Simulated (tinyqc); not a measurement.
# Ballistic Schottky-barrier transistor with a two-dimensional channel, WKB contacts: what changes with what

Source Fermi level 0, drain Fermi level -Vd. Far from the contacts Ec = pn - psi, and the gate moves psi one to one; the band edges relax as exp(-x/lam) from pn at the source and pn - Vd at the drain; Ev = Ec - Eg. A carrier of energy w inside the channel band meets at a contact a barrier of height D (the contact edge beyond the channel edge): T = 1 for w >= D, else exp(-S), S = 4 lam sqrt(m/C) [sqrt(D - w) - sqrt(w) arctan sqrt((D - w)/w)], C = hbar^2/(2 m0). The two contacts combine as Ts Td/(Ts + Td - Ts Td).

Inputs (values chosen for the exercise); channel values close to those of a tungsten diselenide layer:
- T = 300 K (temperature)
- Eg = 1.4 eV (band gap)
- pn = 0.83 eV (barrier for electrons at both contacts)
- mn = 0.34 m0 (electron mass)
- mp = 0.4 m0 (hole mass)
- g = 2 (valleys or subbands)
- lam = 3.3 nm (screening length at the contacts)
- Vd = 0.1 V (drain bias)

Constants: q = 1.602176634e-19 C, kB = 1.380649e-23 J/K, hbar = 1.054571817e-34 J s, h = 6.62607015e-34 J s, m0 = 9.1093837015e-31 kg, Vt = kB T/q, hbar^2/(2 m0) = 0.0380998212 eV nm^2. Results are converted to the units shown.

Each table varies one quantity; the others keep the values above.

## Barrier height from the temperature dependence

I/W = g (2 q^2/h) int T(w) [N(Es + w) - N(Ed + w)] dw with w the energy of motion along the channel, N(y) = (1/2 pi) sqrt(pi m kB T/C) Fm(-y/kB T), Fm(x) = (1/sqrt(pi)) int_0^infinity u^(-1/2)/(1 + exp(u - x)) du. Electrons: Ds = psi, Dd = psi - Vd, Es = Ec, Ed = Ec + Vd. Holes: Ds = -psi, Dd = Vd - psi, Es = -Ev, Ed = -Ev - Vd. The size of each current is taken; both flow from drain to source and add. The integrals are converged. The apparent barrier is -d ln(I_e/T^1.5)/d(q/kB T), taken between T - 10 K and T + 10 K for the electron current.

Barrier height from the temperature dependence:
```
ps (V)	electrons (uA/um)	Ec (eV)	apparent barrier (eV)
-0.25	3.82e-16	1.08	1.08
-0.18	5.73e-15	1.01	1.01
-0.11	8.59e-14	0.94	0.94
-0.04	1.29e-12	0.87	0.87
0	6.05e-12	0.83	0.83
0.1	2.56e-11	0.73	0.78
0.17	6.43e-11	0.66	0.75
0.24	1.70e-10	0.59	0.71
0.31	4.75e-10	0.52	0.66
0.38	1.42e-9	0.45	0.61
0.45	4.53e-9	0.38	0.56
```

What does the table show?

For psi < 0 the channel edge is the highest point, and the apparent barrier follows Ec one to one (1.08 eV against 1.08). At flat band it is 0.828 eV (psi = 0 V), near pn = 0.83 eV. Beyond, the top stays at pn but tunnelling lowers the apparent value to 0.560 eV in the last row, so only the point where the line bends gives the true barrier.

## Effect of the drain bias on the off state

Same model as above.

For each Vd, psi is set to the minimum of I.

Effect of the drain bias on the off state:
```
Vd (V)	psi at the minimum (V)	smallest I (uA/um)
0.05	0.251	2.12e-10
0.21	0.360	1.58e-9
0.37	0.470	1.04e-8
0.53	0.578	7.58e-8
0.68	0.645	4.61e-7
0.84	0.704	1.55e-6
1	0.767	5.47e-6
```

Read the table: what changes, and by how much?

The smallest current rises from 2.12e-10 to 5.47e-6 uA/um, 3.42 decades a volt between the last two rows, and the minimum moves by 0.54 V a volt over the table: a larger Vd lets holes enter from the drain while electrons still enter from the source.

## Ambipolar transfer curve

Same model as above.

Swing = d(psi)/d(log10 I).

Ambipolar transfer curve:
```
ps (V)	electrons (uA/um)	holes (uA/um)	I (uA/um)	swing (mV/decade)
-0.46	1.133e-19	4.854e-4	4.854e-4	-132.8
-0.33	1.731e-17	5.627e-5	5.627e-5	-146.1
-0.19	3.892e-15	7.047e-6	7.047e-6	-165.0
-0.06	5.945e-13	1.262e-6	1.262e-6	-183.5
0.07	1.740e-11	2.527e-7	2.527e-7	-171.2
0.2	9.682e-11	3.201e-9	3.298e-9	-62.00
0.33	6.446e-10	2.096e-11	6.656e-10	168.0
0.46	5.375e-9	1.372e-13	5.376e-9	133.8
0.59	5.594e-8	8.985e-16	5.594e-8	122.6
0.72	6.993e-7	5.884e-18	6.993e-7	114.9
0.85	1.012e-5	3.852e-20	1.012e-5	109.6
0.98	1.555e-4	2.522e-22	1.555e-4	112.2
```

I goes from 4.85e-4 through a minimum of 6.66e-10 (at ps = 0.33 V among the rows listed) to 1.56e-4 uA/um; the exact minimum lies at psi = 0.284 V. Holes carry the left branch and electrons the right. The ratio of the last row to the smallest is 2.34e5 and of the first row 7.29e5, with barriers of 0.83 eV for electrons and 0.570 eV for holes. The steepest swing among the rows is 62.0 mV/decade, against the thermionic limit 59.5.

Range of the model: No scattering, image-force lowering, channel charge or band-to-band tunnelling; parabolic kappa overstates S deep in the gap.

tinyqc, about 0.5 s, one thread, Intel Xeon 2.30GHz (shared host): `OMP_NUM_THREADS=1 python tinyqc.py 2390105 2390106 out.jsonl`
